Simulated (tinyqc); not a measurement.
Cluster expansion of a binary alloy: correlations, fit, cross-validation and ground states: one step, computed by the program tinyqc. Command: `OMP_NUM_THREADS=1 python tinyqc.py 3022306 3022307 out.jsonl clex walk`. One thread of a shared host (Intel(R) Xeon(R) Processor @ 2.30GHz), about 0.02 s of CPU time with the checks.

s = +1 for A and -1 for B. Energy per site E = J0 + J1 P(point) + sum over clusters of m V P, with P the mean product of spins; V > 0 on a pair favours unlike neighbours. Clusters per site m: pair 1 6, pair 2 3, pair 3 12, triplet 8; the triplet is the triangle of first neighbours. Formation energies are counted from the line between pure A and pure B, which removes J0 and J1.

Problem. Formation energies. Exact: X V with V = (V1, V2, V3, Vt). The data to fit add the noise amplitude times the normal numbers, standing for what the clusters leave out.

Inputs (values chosen for the exercise, for a model alloy):
```
quantity                    value      unit
first-pair interaction V1    16.9       meV
second-pair interaction V2   -1.6       meV
third-pair interaction V3     2.2       meV
triplet interaction Vt       0.49       meV
noise amplitude              0.47  meV/site
```

Lattice: fcc.

X:
```
                     pair 1    pair 2     pair 3   triplet
A                   0.00000   0.00000    0.00000   0.00000
A3B L1_2           -6.00000   0.00000  -12.00000  -8.00000
A3B D0_22          -6.00000  -1.00000   -8.00000  -8.00000
A3B (001) layers   -4.00000  -1.00000  -12.00000   0.00000
A2B (001) layers   -5.33333  -1.33333  -16.00000   0.00000
AB L1_0            -8.00000   0.00000  -16.00000   0.00000
AB L1_1            -6.00000  -6.00000  -12.00000   0.00000
A2B2 (001) layers  -4.00000  -2.00000  -16.00000   0.00000
AB2 (001) layers   -5.33333  -1.33333  -16.00000   0.00000
AB3 L1_2           -6.00000   0.00000  -12.00000   8.00000
AB3 D0_22          -6.00000  -1.00000   -8.00000   8.00000
AB3 (001) layers   -4.00000  -1.00000  -12.00000   0.00000
B                   0.00000   0.00000    0.00000   0.00000
```

standard normal numbers for the noise (0 for the pure ends): A 0.000, A3B L1_2 -0.255, A3B D0_22 1.319, A3B (001) layers 0.792, A2B (001) layers -0.668, AB L1_0 -0.133, AB L1_1 0.054, A2B2 (001) layers -0.101, AB2 (001) layers -0.185, AB3 L1_2 0.956, AB3 D0_22 -0.390, AB3 (001) layers 0.359, B 0.000

Give: exact energies; data.

Solution.

exact energies (meV/site): A 0.00, A3B L1_2 -131.72, A3B D0_22 -121.32, A3B (001) layers -92.40, A2B (001) layers -123.20, AB L1_0 -170.40, AB L1_1 -118.20, A2B2 (001) layers -99.60, AB2 (001) layers -123.20, AB3 L1_2 -123.88, AB3 D0_22 -113.48, AB3 (001) layers -92.40, B 0.00

data (meV/site): A 0.0, A3B L1_2 -131.8, A3B D0_22 -120.7, A3B (001) layers -92.0, A2B (001) layers -123.5, AB L1_0 -170.5, AB L1_1 -118.2, A2B2 (001) layers -99.6, AB2 (001) layers -123.3, AB3 L1_2 -123.4, AB3 D0_22 -113.7, AB3 (001) layers -92.2, B 0.0
